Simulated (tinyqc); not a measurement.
Worked calculation: harmonic frequencies on the RHF/sto-3g surface (energies and gradients from PySCF), for BeH+, spin multiplicity 1. Computed by tinyqc, a small Python program that keeps every step (integrals from PySCF). Settings: charge = 1, multiplicity = 1, basis = sto-3g, delta = 0.005. Command: `OMP_NUM_THREADS=1 python tinyqc.py 29093 29094 out.jsonl` (the two numbers bound the seeds that draw the settings). One thread of a shared host (Intel(R) Xeon(R) Processor @ 2.60GHz), about 0.8 s of CPU time with the checks.

## One row of the Hessian: 1Bez

optimised positions (bohr), order 1Be, 2H:
$$\begin{pmatrix}
0.000000 & 0.000000 & -0.131890 \\
0.000000 & 0.000000 & 2.367436
\end{pmatrix}$$

gradient at +delta (hartree/bohr), order 1Be, 2H:
$$\begin{pmatrix}
0.00000000 & 0.00000000 & 0.00109693 \\
0.00000000 & 0.00000000 & -0.00109693
\end{pmatrix}$$

gradient at -delta (hartree/bohr), order 1Be, 2H:
$$\begin{pmatrix}
0.00000000 & 0.00000000 & -0.00106266 \\
0.00000000 & 0.00000000 & 0.00106266
\end{pmatrix}$$

Displace 1Bez by +/-0.005 bohr; H(k, :) = (g(+) - g(-)) / (2 delta).

row of the Hessian (hartree/bohr^2): 1Bex 0.00000000, 1Bey 0.00000000, 1Bez 0.21595865, 2Hx 0.00000000, 2Hy 0.00000000, 2Hz -0.21595865

## Hessian by finite differences

All rows are made in the same way, and the matrix is symmetrised.

Hessian (symmetrised) (hartree/bohr^2), order 1Bex, 1Bey, 1Bez, 2Hx, 2Hy, 2Hz:
$$\begin{pmatrix}
-0.00000429 & 0.00000000 & 0.00000000 & 0.00000429 & 0.00000000 & 0.00000000 \\
0.00000000 & -0.00000429 & 0.00000000 & 0.00000000 & 0.00000429 & 0.00000000 \\
0.00000000 & 0.00000000 & 0.21595865 & 0.00000000 & 0.00000000 & -0.21595865 \\
0.00000429 & 0.00000000 & 0.00000000 & -0.00000429 & 0.00000000 & 0.00000000 \\
0.00000000 & 0.00000429 & 0.00000000 & 0.00000000 & -0.00000429 & 0.00000000 \\
0.00000000 & 0.00000000 & -0.21595865 & 0.00000000 & 0.00000000 & 0.21595865
\end{pmatrix}$$

## Normal modes

masses (u): 1Be 9.012182, 2H 1.007825

Diagonalise H_ij / sqrt(m_i m_j); the 5 smallest eigenvalues belong to translations and rotations; wavenumber = sqrt(eigenvalue / 1822.888) x 219474.63; each mode has its largest component positive (the first on a tie); zero-point energy = sum of wavenumbers / 2, with 349.755 1/cm per kcal/mol.

eigenvalues of the mass-weighted Hessian (hartree/(bohr^2 u)): [-0.000005, -0.000005, 0.000000, 0.000000, 0.000000, 0.238245]

harmonic wavenumbers of the vibrations (1/cm): [2509.1]

mass-weighted modes, order 1Bex, 1Bey, 1Bez, 2Hx, 2Hy, 2Hz:
$$\begin{pmatrix}
0.000000 \\
0.000000 \\
-0.317145 \\
0.000000 \\
0.000000 \\
0.948377
\end{pmatrix}$$

zero-point energy = 3.586923 kcal/mol
